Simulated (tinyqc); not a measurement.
# MOSFET in the linear regime without short-channel effects, parameter extraction from computed curves: effects of single changes

Inversion charge Q = Cox n Vt W0(exp((Vg - VT)/(n Vt))), W0 the Lambert function and n = nf; u = Q/Cox; mobility mu = mu0/(1 + th1 u + th2 u^2); channel resistance Rch = (L - dL)/(W mu Q); Id = Vd/(Rch + Rsd/W). Cox = eps0 eox/tox. Small Vd, no channel-length or drain effects.

Inputs (values chosen for the exercise); channel values of the order met in silicon transistors:
```
symbol,value,unit,meaning
T,300,K,temperature
eox,3.9,,relative permittivity of the gate insulator (close to silicon dioxide)
tox,2.2,nm,insulator thickness
mu0,220,cm^2/(V s),low-field mobility
th1,0.69,1/V,first mobility attenuation factor
th2,0.16,1/V^2,second mobility attenuation factor
VT,0.68,V,threshold voltage
nf,1.06,,body factor
W,1,um,gate width
L,1.9,um,drawn gate length
dL,0.015,um,drawn less effective length
Rsd,200,ohm um,source plus drain resistance
Vd,0.02,V,drain voltage
```

Constants: q = 1.602176634e-19 C, kB = 1.380649e-23 J/K, Vt = kB T/q, eps0 = 8.8541878128e-14 F/cm where lengths are in cm. Results are converted to the units shown.

Each table varies one quantity; the others keep the values above.

## Extraction methods against the second mobility attenuation factor

From the continuous curve Id(Vg): tangent at peak gm (V_ext = Vg - Id/gm); constant current Id = 0.1 uA W/L; peak of d2Id/dVg2; Y = Id/sqrt(gm) drawn through Vg = VT + 0.6 and VT + 0.8 V, with intercept VT_Y and slope s. Mobilities gm,max L/(W Cox Vd) and s^2 L/(W Cox Vd) with the drawn L. Last column: share of Rsd/W in the total resistance at VT + 0.8 V.

Result of one run:
```
th2 (1/V^2),V_ext (V),constant current (V),second derivative (V),VT_Y (V),mobility from gm (cm^2/(V s)),mobility from Y (cm^2/(V s)),series share (%)
0.24,0.679,0.677,0.671,0.783,151,272,1.59
```

What becomes of these results when the second mobility attenuation factor th2 is changed from 0.24 to 0.06 1/V^2, all else the same?

Result of the changed run:
```
th2 (1/V^2),V_ext (V),constant current (V),second derivative (V),VT_Y (V),mobility from gm (cm^2/(V s)),mobility from Y (cm^2/(V s)),series share (%)
0.06,0.680,0.677,0.671,0.738,152,218,1.68
```

The whole series:
```
th2 (1/V^2),V_ext (V),constant current (V),second derivative (V),VT_Y (V),mobility from gm (cm^2/(V s)),mobility from Y (cm^2/(V s)),series share (%)
0,0.680,0.677,0.671,0.723,153,203,1.72
0.06,0.680,0.677,0.671,0.738,152,218,1.68
0.12,0.680,0.677,0.671,0.753,152,234,1.65
0.18,0.679,0.677,0.671,0.768,152,252,1.62
0.24,0.679,0.677,0.671,0.783,151,272,1.59
0.3,0.679,0.677,0.671,0.798,151,295,1.56
0.36,0.679,0.677,0.671,0.813,151,319,1.53
```

The model has VT = 0.68 V and mu0 = 220 cm^2/(V s). Over the table the extracted thresholds move by 1.8 mV (tangent), under 0.5 mV (constant current), under 0.5 mV (second derivative), 89 mV (Y function). The mobility from gm falls from 153 to 151 and that from Y rises from 203 to 319 cm^2/(V s).

## Extraction methods against the body factor

Same model as above.

Results:
```
nf,V_ext (V),constant current (V),second derivative (V),VT_Y (V),mobility from gm (cm^2/(V s)),mobility from Y (cm^2/(V s)),series share (%)
1,0.680,0.680,0.672,0.763,153,248,1.63
1.1,0.679,0.675,0.671,0.763,151,245,1.63
1.2,0.677,0.671,0.670,0.764,148,242,1.62
1.4,0.674,0.661,0.667,0.764,144,237,1.61
1.5,0.672,0.656,0.666,0.764,142,234,1.60
1.6,0.670,0.651,0.664,0.763,140,231,1.59
1.7,0.667,0.646,0.663,0.763,138,229,1.59
```

Estimate the missing row, nf = 1.3.

Computed row:
```
nf,V_ext (V),constant current (V),second derivative (V),VT_Y (V),mobility from gm (cm^2/(V s)),mobility from Y (cm^2/(V s)),series share (%)
1.3,0.676,0.666,0.668,0.764,146,239,1.61
```

With this row back in the table: The model has VT = 0.68 V and mu0 = 220 cm^2/(V s). Over the table the extracted thresholds move by 13 mV (tangent), 34 mV (constant current), 8.5 mV (second derivative), 1.1 mV (Y function). The mobility from gm falls from 153 to 138 and that from Y falls from 248 to 229 cm^2/(V s).

tinyqc, about 0.01 s, one thread, Intel Xeon 2.30GHz (shared host): `OMP_NUM_THREADS=1 python tinyqc.py 2210067 2210068 out.jsonl`
